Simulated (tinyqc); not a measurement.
Worked calculation: linear model of a band gap against the share of exact exchange. Values are carried at full precision from step to step, so a last printed digit may differ when a step is redone from the rounded ones.

E(alpha) = E0 + S alpha. A wider gap screens less, modelled in the Penn form eps(alpha) = 1 + (e0 - 1)(EP/(EP + S alpha))^2 with a scale EP chosen for the exercise. A dielectric-dependent hybrid takes alpha = 1/eps.

Inputs chosen for the exercise (of the order of those of GaN; the results hold for these values, not for the real material): E0 = 1.87 eV (gap of the semi-local functional); S = 7.22 eV (slope dE/d(alpha)); e0 = 5.62 (optical dielectric constant at alpha = 0); EP = 20.5 eV (energy scale of the screening); Et = 3.45 eV (target gap); a_start = 0.25 (starting alpha); fv = 0.79 (share of the opening taken by the valence edge); Ed = 0.58 eV (defect level above the semi-local valence top); cd = 0.01 (shift of the level per unit opening, on the scale of the mean potential).

## Fixed shares

Gap, error against the target and eps for alpha = 0, 0.25 and 1/e0; and the alpha that meets the target, (Et - E0)/S.

Results:

| alpha | E (eV) | E - Et (eV) | eps |
|---|---|---|---|
| 0.0000 | 1.870 | -1.580 | 5.620 |
| 0.2500 | 3.675 | 0.225 | 4.903 |
| 0.1779 | 3.155 | -0.295 | 5.091 |

alpha for the target = 0.2188

A quarter of exact exchange overshoots the target by 0.22 eV: the material needs 0.219, and 1/e0 = 0.178 lies further from it than 0.25 does.

## Self-consistent share

Iterate alpha -> 1/eps(alpha) seven times from a_start. The fixed point solves alpha eps(alpha) = 1; the contraction factor there is 2 (eps - 1) S/((EP + S alpha) eps^2).

Iterates:

| step | alpha | eps | E (eV) |
|---|---|---|---|
| 0 | 0.25000 | 4.9025 | 3.6750 |
| 1 | 0.20398 | 5.0214 | 3.3427 |
| 2 | 0.19915 | 5.0342 | 3.3078 |
| 3 | 0.19864 | 5.0356 | 3.3042 |
| 4 | 0.19859 | 5.0357 | 3.3038 |
| 5 | 0.19858 | 5.0357 | 3.3038 |
| 6 | 0.19858 | 5.0357 | 3.3038 |
| 7 | 0.19858 | 5.0357 | 3.3037 |

fixed point = 0.19858
contraction factor = 0.1048

The factor is positive, so the iterates approach from one side, the error shrinking to 0.10 of itself each step; the gap is within 0.01 eV of its limit from step 2. Self-consistency moves the gap by +0.149 eV against the one-shot choice 1/e0, since a wider gap screens less.

## Band edges and a deep level

The opening c = S alpha lowers the valence top by fv c and raises the conduction edge by (1 - fv) c, both against the mean potential; the level moves by cd c. Use the fixed point. Compare with stretching the level in proportion to the gap and with pinning it to either edge.

opening c = 1.434 eV

shifts of the valence and conduction edges (eV): -1.133  0.301

level above the valence top = 1.727 eV
level below the conduction edge = 1.577 eV

level above the valence top: stretched, tied to the valence edge, tied to the conduction edge (eV): 1.025  0.580  2.014

The three recipes err by -0.70, -1.15 and +0.29 eV against alignment through the mean potential. With cd = 0.01 the level moves with the conduction edge, by 0.05 times as much as that edge.

## Checks

- Fixed point by bisection against 60 substitutions: both 0.19858.

Run: tinyqc, `OMP_NUM_THREADS=1 python tinyqc.py 1880774 1880775 out.jsonl`; Intel(R) Xeon(R) Processor @ 2.30GHz, one thread, shared host; about 0.01 s of CPU time with all checks.
